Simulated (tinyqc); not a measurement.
# Surface potential of a MOS transistor: implicit equation and explicit approximations: accuracy of the approximations against gate voltage

p-type body, charge-sheet picture, depletion and inversion only, full ionisation (an idealisation for deep acceptors), Boltzmann statistics (rough once Na exp(x - xn) passes about Nc/7). In units of Vt: xg = (Vg - Vfb)/Vt, x = psi/Vt, G = gamma/sqrt(Vt), xn = (2 phiF + Vc)/Vt. The implicit equation is (xg - x)^2 = G^2 [x - 1 + exp(x - xn)] for x above about 3. Cox = eps0 eox/tox.

ni = sqrt(Nc Nv) exp(-Eg/(2 Vt)), Eg in volts; phiF = Vt ln(Na/ni); gamma = sqrt(2 q eps0 eps_r Na)/Cox; VT = Vfb + Vt (xn + G sqrt(xn - 1)). Depletion value a = 1 + [sqrt(G^2/4 + xg - 1) - G/2]^2; inversion value b = xn + ln[(xg - xn)^2/G^2 - xn + 1] and first guess y = min(a, b) - ln(1 + exp(-|a - b|)) if a > xn + 1, else b = y = a; one second-order correction with D = exp(y - xn), p = 2 (xg - y) + G^2 (1 + D), w = (xg - y)^2 - G^2 (y - 1 + D): z = y + 2 w/(p + sqrt(p^2 - 2 (2 - G^2 D) w)), or the Newton step z = y + w/p where the root is not real. N_inv = (Cox Vt G/q) [sqrt(x - 1 + exp(x - xn)) - sqrt(x - 1)] at the root. Lambert form (Cox m Vt/q) W0[(G/(2 m sqrt(xn - 1))) exp((Vg - VT)/(m Vt))], m = 1 + G/(2 sqrt(xn - 1)). Errors under 1e-4 mV, and the linear form below VT, are printed as 0.

Values chosen for this exercise; band and dielectric values close to those of germanium:
```
symbol,value,unit,meaning
T,300,K,temperature
Eg,0.672,eV,band gap
eps_r,16.1,,relative permittivity
Nc,1.06e19,cm^-3,conduction-band density of states at T
Nv,6.03e18,cm^-3,valence-band density of states at T
eox,3.9,,relative permittivity of the gate insulator (close to silicon dioxide)
tox,10,nm,insulator thickness
Na,2.8e16,cm^-3,acceptor density
Vfb,-0.35,V,flat-band voltage
Vc,0,V,channel-body voltage
```

Constants: q = 1.602176634e-19 C, kB = 1.380649e-23 J/K, Vt = kB T/q, eps0 = 8.8541878128e-14 F/cm where lengths are in cm. Results are converted to the units shown.

Results:
```
Vg (V)  psi (V)   x - xn  error of y (mV)  error of z (mV)  N_inv (cm^-2)  Cox (Vg - VT)/q (cm^-2)  Lambert form (cm^-2)
0.02     0.2241   -6.015           0.0170                0        5.001e7                        0               3.108e7
0.22     0.3720  -0.2950             4.14         -2.73e-3       1.139e10                        0              1.141e10
0.42     0.4557    2.944             17.7            -2.60       2.145e11                 4.215e11              2.293e11
0.62     0.4879    4.189             13.7            -1.04       5.592e11                 8.525e11              5.928e11
0.82     0.5073    4.940             10.7           -0.435       9.384e11                 1.284e12              9.876e11
1.02     0.5214    5.483             8.95           -0.235       1.332e12                 1.715e12              1.394e12
1.42     0.5415    6.262             6.85          -0.0979       2.141e12                 2.577e12              2.223e12
```

Estimate the missing row, Vg = 1.22 V.

Computed row:
```
Vg (V)  psi (V)  x - xn  error of y (mV)  error of z (mV)  N_inv (cm^-2)  Cox (Vg - VT)/q (cm^-2)  Lambert form (cm^-2)
1.22     0.5324   5.910             7.74           -0.145       1.734e12                 2.146e12              1.807e12
```

With this row back in the table: psi rises from 0.224 to 0.542 V and ends 6.3 Vt above 2 phiF + Vc. Among the rows the first guess is off by at most 18 mV (at Vg = 0.42 V) and the corrected value by at most 2.6 mV. In the last row the linear form is 20 % above N_inv and the Lambert form 3.8 % above it; in the first row the Lambert form is 38 % below it. For Vg = 0.62, 0.82, 1.02, 1.22, 1.42 the electron quasi-Fermi level lies less than 2 Vt below the band edge at the surface, or above it, where degeneracy and confinement, left out, matter.

Numbers from tinyqc (`OMP_NUM_THREADS=1 python tinyqc.py 2122135 2122136 out.jsonl`; about 0.01 s on one thread of a shared Intel Xeon 2.30GHz).
